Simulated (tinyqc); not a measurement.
# Worked calculation: reverse leakage of an n+-p junction: diffusion, generation, trap-assisted and band-to-band tunnelling

Computed by the program tinyqc: `OMP_NUM_THREADS=1 python tinyqc.py 2290155 2290156 out.jsonl`, one thread of a shared Intel Xeon 2.30GHz, about 0.01 s for the whole run. Printed values are rounded.

One-sided abrupt junction in the depletion approximation, x from the junction (0) to W on the p side, field F = F0 (1 - x/W). Flat quasi-Fermi levels, long p side. Traps generate through SRH with both lifetimes shortened by 1 + Gamma (Hurkx enhancement, form for moderate fields); band-to-band generation is local and needs a total bending above Eg.

Values chosen for this exercise; band and dielectric values those of a made-up semiconductor: temperature T = 300 K; band gap Eg = 1.28 eV; relative permittivity eps_r = 14.1; conduction-band density of states at T Nc = 3.5e19 cm^-3; valence-band density of states at T Nv = 2.91e19 cm^-3; acceptor density of the lighter side Na = 2.7e17 cm^-3; donor density of the heavier side Nd = 1e20 cm^-3; SRH lifetime of both carriers at zero field tau = 3e-6 s; trap level above the intrinsic level Et = -0.03 eV; tunnelling mass mt = 0.23 m0; electron diffusion coefficient on the lighter side Dn = 13 cm^2/s; band-to-band prefactor Ab = 7e14 cm^-0.5 V^-2.5 s^-1; band-to-band field constant Bb = 2.38e7 V/cm; reverse bias VR = 2.6 V.

Constants: q = 1.602176634e-19 C, kB = 1.380649e-23 J/K, hbar = 1.054571817e-34 J s, m0 = 9.1093837015e-31 kg, Vt = kB T/q, eps0 = 8.8541878128e-14 F/cm where lengths are in cm. Results are converted to the units shown.

Range of the model: The n+ side is degenerate, so Vbi from Boltzmann statistics is only a guide.

## Field, scales and diffusion current

ni = sqrt(Nc Nv) exp(-Eg/(2 Vt)), Eg in volts; Vbi = Vt ln(Na Nd/ni^2); W = sqrt(2 eps0 eps_r (Vbi + VR)/(q Na)); F0 = 2 (Vbi + VR)/W; FG = sqrt(24 mt m0 (kB T)^3)/(q hbar); J_diff = q ni^2 sqrt(Dn/tau)(1 - exp(-VR/Vt))/Na.

ni = 5.65527e8 cm^-3
Vbi = 1.18615 V
W = 147.829 nm
F0 = 512.232 kV/cm
FG = 353.781 kV/cm
J_diff = 3.95062e-16 A/cm^2

## Generation rates across the layer

u = (Vbi + VR)(1 - x/W)^2, p = Na exp(-u/Vt), n = Nd exp((u - Vbi - VR)/Vt); G0 = ni^2 (1 - exp(-VR/Vt))/(tau (n + p + 2 ni cosh(Et/Vt))); Gamma = 2 sqrt(3 pi)(F/FG) exp((F/FG)^2); trap-assisted part G0 Gamma; G_bb = Ab F^2.5 exp(-Bb/F) with F in V/cm, zero unless Vbi + VR > Eg, and counted as zero under 1 cm^-3 s^-1. 15 equal steps.

| point | x (nm) | F (kV/cm) | Gamma | G0 (cm^-3 s^-1) | G0 Gamma (cm^-3 s^-1) | G_bb (cm^-3 s^-1) |
|---|---|---|---|---|---|---|
| 0 | 0.000 | 512.232 | 72.3328 | 1066.07 | 77111.9 | 8.71005e8 |
| 1 | 9.855 | 478.084 | 51.5261 | 1.67629e11 | 8.63725e12 | 2.65322e7 |
| 2 | 19.711 | 443.935 | 37.2040 | 5.37868e13 | 2.00109e15 | 4.78882e5 |
| 3 | 29.566 | 409.786 | 27.2062 | 5.37872e13 | 1.46335e15 | 4498.41 |
| 4 | 39.421 | 375.637 | 20.1286 | 5.37872e13 | 1.08266e15 | 18.4310 |
| 5 | 49.276 | 341.488 | 15.0469 | 5.37872e13 | 8.09329e14 | 0 |
| 6 | 59.132 | 307.339 | 11.3451 | 5.37872e13 | 6.10220e14 | 0 |
| 7 | 68.987 | 273.191 | 8.60728 | 5.37872e13 | 4.62962e14 | 0 |
| 8 | 78.842 | 239.042 | 6.54905 | 5.37871e13 | 3.52254e14 | 0 |
| 9 | 88.698 | 204.893 | 4.97311 | 5.33039e13 | 2.65086e14 | 0 |
| 10 | 98.553 | 170.744 | 3.74056 | 4.24510e12 | 1.58791e13 | 0 |
| 11 | 108.408 | 136.595 | 2.75175 | 1.31615e10 | 3.62172e10 | 0 |
| 12 | 118.264 | 102.446 | 1.93351 | 1.38230e8 | 2.67269e8 | 0 |
| 13 | 128.119 | 68.298 | 1.23033 | 5.33543e6 | 6.56436e6 | 0 |
| 14 | 137.974 | 34.149 | 0.598210 | 7.57023e5 | 4.52859e5 | 0 |
| 15 | 147.829 | 0.000 | 0 | 3.94841e5 | 0 | 0 |

## Current components

Each current is q times the trapezoid sum of its rate; J adds J_diff; J_bb under 1e-8 of the sum is given as 0.

J_SRH = 6.85662e-11 A/cm^2
J_TAT = 1.11658e-9 A/cm^2
J_bb = 7.30312e-17 A/cm^2
J = 1.18515e-9 A/cm^2

A fine grid gives J = 1.262e-9 A/cm^2; the coarse sum is 6.1 % below it. On the fine grid the largest part is trap-assisted tunnelling (94.4 %). The simple estimate q ni W/(2 tau cosh(Et/Vt)) is 80 % above the fine-grid J_SRH of 7.068e-11 A/cm^2, since near both edges n or p is large enough to quench generation.
